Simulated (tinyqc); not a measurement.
Changing the atoms per cluster m: solid solubility of a dopant against its melt (retrograde solidus), clustering and the electrically active fraction. Computed by tinyqc, a small Python program. Command: `OMP_NUM_THREADS=1 python tinyqc.py 3001154 3001155 out.jsonl retro sweep`. One thread of a shared host (Intel(R) Xeon(R) Processor @ 2.30GHz), about 0.01 s of CPU time with the checks.

Inputs (values chosen for the exercise): total dopant density N_t = 2.3e+20 1/cm^3; cluster scale N* at 1273 K = 1.7e+20 1/cm^3; activation energy E_b of the cluster scale = 0.31 eV; anneal temperature T_a = 1225 K; prefactor of n_i = 3.98e+16 1/(cm^3 K^1.5); energy E_i in n_i = 0.61 eV; mobility mu = 40 cm^2/(V s).

Clustering: clusters that take up free electrons.

Constants: k_B = 8.617333262e-05 eV/K; e = 1.602176634e-19 C.

Method. A highly soluble donor (another dopant than that of the solidus) is limited by clustering. Donors N_a are active, and clusters hold m atoms each: N_t = N_a + m C, m C = N* (N_a/N*)^m (n/N*)^m, each atom taking one electron, n = N_a/2 + sqrt(N_a^2/4 + n_i^2), n_i = prefactor x T^1.5 exp(-E_i/(k_B T)), with N*(T) = N*(1273 K) exp[-(E_b/k_B)(1/T - 1/1273)]. Resistivity = 1/(e mu N_a).

One run for each value:
```
atoms per cluster m  active density N_a (1/cm^3)  active fraction
2                                      1.351e+20           0.5875
3                                      1.395e+20           0.6064
4                                      1.420e+20           0.6174
5                                      1.437e+20           0.6248
6                                      1.449e+20           0.6300
```

Over the rows, active density N_a (1/cm^3) rises from 1.35e20 to 1.45e20 (exponent d ln y / d ln x 0.078 between the first rows and 0.046 between the last); active fraction rises from 0.587 to 0.630 (exponent d ln y / d ln x 0.078 between the first rows and 0.046 between the last).

Caution (all rows): this clustering law is a generic form; degeneracy and a doping-dependent mobility are left out.
